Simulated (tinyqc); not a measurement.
RHF in the sto-6g basis, for BeH2, spin multiplicity 1, step by step. One step of it, computed by the program tinyqc.

Task: Iteration 1: diagonalisation and new density. Diagonalise F' = X^T F X, C = X C', fill 3 alpha and 3 beta electrons from the bottom; D = 2 C_occ C_occ^T. Each column has its largest component positive (the first on a tie).

Fock matrix F (hartree), order 1Be 1s, 1Be 2s, 1Be 2px, 1Be 2py, 1Be 2pz, 2H 1s, 3H 1s:
```
[[-4.026814, -1.125256, 0.000000, 0.000000, 0.002668, -0.160514, -0.160514],
 [-1.125256, -0.429582, 0.000000, 0.000000, -0.029224, -0.232235, -0.232235],
 [0.000000, 0.000000, 0.444133, 0.000000, 0.000000, 0.000000, 0.000000],
 [0.000000, 0.000000, 0.000000, -0.051579, 0.000000, -0.216506, 0.216506],
 [0.002668, -0.029224, 0.000000, 0.000000, 0.440284, -0.015921, -0.015921],
 [-0.160514, -0.232235, 0.000000, -0.216506, -0.015921, -0.133165, -0.007205],
 [-0.160514, -0.232235, 0.000000, 0.216506, -0.015921, -0.007205, -0.133165]]
```

X, order 1Be 1s, 1Be 2s, 1Be 2px, 1Be 2py, 1Be 2pz, 2H 1s, 3H 1s:
```
[[1.027242, -0.145326, 0.000000, 0.000000, -0.001113, 0.019357, 0.019357],
 [-0.145326, 1.132675, 0.000000, 0.000000, 0.009585, -0.200479, -0.200479],
 [0.000000, 0.000000, 1.000000, 0.000000, 0.000000, 0.000000, 0.000000],
 [0.000000, 0.000000, 0.000000, 1.181789, 0.000000, -0.276977, 0.276977],
 [-0.001113, 0.009585, 0.000000, 0.000000, 1.000858, -0.018021, -0.018021],
 [0.019357, -0.200479, 0.000000, -0.276977, -0.018021, 1.143265, -0.046362],
 [0.019357, -0.200479, 0.000000, 0.276977, -0.018021, -0.046362, 1.143265]]
```

Give: F' = X^T F X; orbital energies; coefficients C; D after iteration 1.

Result:

F' = X^T F X (hartree):
```
[[-3.9326, -0.6167, 0.0000, 0.0000, 0.0046, -0.0029, -0.0029],
 [-0.6167, -0.0853, 0.0000, 0.0000, -0.0168, -0.1978, -0.1978],
 [0.0000, 0.0000, 0.4441, 0.0000, 0.0000, 0.0000, 0.0000],
 [0.0000, 0.0000, 0.0000, 0.1921, 0.0000, -0.2792, 0.2792],
 [0.0046, -0.0168, 0.0000, 0.0000, 0.4417, -0.0201, -0.0201],
 [-0.0029, -0.1978, 0.0000, -0.2792, -0.0201, 0.0510, -0.0482],
 [-0.0029, -0.1978, 0.0000, 0.2792, -0.0201, -0.0482, 0.0510]]
```

orbital energies (hartree): [-4.0296, -0.2699, -0.2519, 0.2826, 0.4435, 0.4441, 0.5432]

coefficients C, order 1Be 1s, 1Be 2s, 1Be 2px, 1Be 2py, 1Be 2pz, 2H 1s, 3H 1s:
```
[[0.9925, -0.2013, 0.0000, -0.2271, -0.0024, 0.0000, 0.0000],
 [0.0290, 0.5984, 0.0000, 1.0122, 0.0305, 0.0000, 0.0000],
 [0.0000, 0.0000, 0.0000, 0.0000, 0.0000, 1.0000, 0.0000],
 [0.0000, 0.0000, 0.4926, 0.0000, 0.0000, 0.0000, 1.1434],
 [-0.0003, 0.0341, 0.0000, -0.0228, 1.0004, 0.0000, 0.0000],
 [-0.0029, 0.4104, 0.4446, -0.6850, -0.0694, 0.0000, -0.7660],
 [-0.0029, 0.4104, -0.4446, -0.6850, -0.0694, 0.0000, 0.7660]]
```

D after iteration 1, order 1Be 1s, 1Be 2s, 1Be 2px, 1Be 2py, 1Be 2pz, 2H 1s, 3H 1s:
```
[[2.0510, -0.1834, 0.0000, 0.0000, -0.0143, -0.1709, -0.1709],
 [-0.1834, 0.7179, 0.0000, 0.0000, 0.0408, 0.4911, 0.4911],
 [0.0000, 0.0000, 0.0000, 0.0000, 0.0000, 0.0000, 0.0000],
 [0.0000, 0.0000, 0.0000, 0.4853, 0.0000, 0.4380, -0.4380],
 [-0.0143, 0.0408, 0.0000, 0.0000, 0.0023, 0.0280, 0.0280],
 [-0.1709, 0.4911, 0.0000, 0.4380, 0.0280, 0.7322, -0.0583],
 [-0.1709, 0.4911, 0.0000, -0.4380, 0.0280, -0.0583, 0.7322]]
```
